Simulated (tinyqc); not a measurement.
Inside a calculation: BHZ model on a square lattice (one spin block). Values are carried at full precision from step to step, so a last printed digit may differ when a step is redone from the rounded ones.

h(k) = e0 + d.s with s the Pauli matrices in the basis (E, H), k in units of 1/a: dx = (A/a) sin kx, dy = (A/a) sin ky, dz = M - (2B/a^2)(2 - cos kx - cos ky), e0 = -(2D/a^2)(2 - cos kx - cos ky). The other spin block is h*(-k). For small k this is the continuum model with dz = M - B k^2.

Inputs chosen for the exercise (of the size used for HgTe wells; shifted at random, so the results belong to these values and not to a real crystal): A = 3.58 eV angstrom; B = -65 eV angstrom^2; D = -53 eV angstrom^2; M = 0.0075 eV (mass term); a = 25 angstrom (grid spacing); k = (-0.08, 0.08) 1/a (wave vector); nk = 40 (points along kx).

## One k point

Form e0, d and E = e0 -/+ |d|.

e0 = 1.085 meV

dx, dy, dz (meV): -11.444  11.444  8.830

levels (meV): -17.351  19.521

## Signs of dz at the four invariant points

dz = M, M - 4B/a^2 (twice), M - 8B/a^2 at (0,0), (pi,0), (0,pi), (pi,pi). The product of the signs is (-1)^nu. C = (s00 - s0p - sp0 + spp)/2 is the Chern number of the lower band of this block, in the sense Omega = curl of i<u|grad u>.

dz (meV): (0,0) 7.50, (pi,0) 423.50, (0,pi) 423.50, (pi,pi) 839.50

nu (Z2 index) = 0
C = 0

M/B < 0: no inversion, a trivial insulator.

## Wilson loop

For each ky: x = -(1/2 pi) arg of the product of <u_j|u_(j+1)> over nk points kx = 2 pi j/nk of the lower band, folded into (-1/2, 1/2]. x is the centre of the hybrid Wannier function; minus its winding over ky from -pi to pi (followed on 61 points) is C.

Centres:
```
ky        x (a)
-3.142   0.0000
-1.500   0.0171
-0.700   0.0605
-0.350   0.1052
-0.150   0.1294
0.000    0.0000
0.150   -0.1294
0.350   -0.1052
0.700   -0.0605
1.500   -0.0171
3.142    0.0000
```

C from the winding = 0

The centre returns without winding, moving at most 0.129 of a cell on these rows.

## Checks

- Chern number from the winding against the sign formula: both 0.

Computed by tinyqc, a small Python program: `OMP_NUM_THREADS=1 python tinyqc.py 1480877 1480878 out.jsonl` (the numbers bound the seed that draws the inputs); one thread of a shared host (Intel(R) Xeon(R) Processor @ 2.30GHz), about 0.08 s for the whole set of steps.
